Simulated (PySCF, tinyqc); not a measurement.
CIS and TDHF on RHF in the sto-6g basis, for H3+, spin multiplicity 1, step by step. The lowest restricted solution is unstable here: a spin-polarised one lies 0.0005 hartree lower (PySCF). One step of it, computed by the program tinyqc.

Question. Iteration 9 (converged): orbitals. Diagonalise F' = X^T F X, C = X C', fill 1 alpha and 1 beta electrons from the bottom; D = 2 C_occ C_occ^T. Each column has its largest component positive (the first on a tie).

converged F (hartree):
```
           1H 1s      2H 1s      3H 1s
1H 1s  -0.749880  -0.596184  -0.596184
2H 1s  -0.596184  -0.537727  -0.233224
3H 1s  -0.596184  -0.233224  -0.537727
```

X:
```
           1H 1s      2H 1s      3H 1s
1H 1s   1.214810  -0.294954  -0.294954
2H 1s  -0.294954   1.102758   0.048248
3H 1s  -0.294954   0.048248   1.102758
```

Give: F' = X^T F X; orbital energies; coefficients C; D after iteration 9.

Answer.

F' = X^T F X (hartree):
```
         1        2        3
1  -0.3863  -0.4069  -0.4069
2  -0.4069  -0.3404  -0.0018
3  -0.4069  -0.0018  -0.3404
```

orbital energies (hartree): MO1 -0.9402, MO2 -0.3386, MO3 0.2116

coefficients C:
```
          MO1      MO2      MO3
1H 1s  0.5860   0.0000   1.1430
2H 1s  0.3519   0.7457  -0.7909
3H 1s  0.3519  -0.7457  -0.7909
```

D after iteration 9:
```
        1H 1s   2H 1s   3H 1s
1H 1s  0.6868  0.4124  0.4124
2H 1s  0.4124  0.2476  0.2476
3H 1s  0.4124  0.2476  0.2476
```
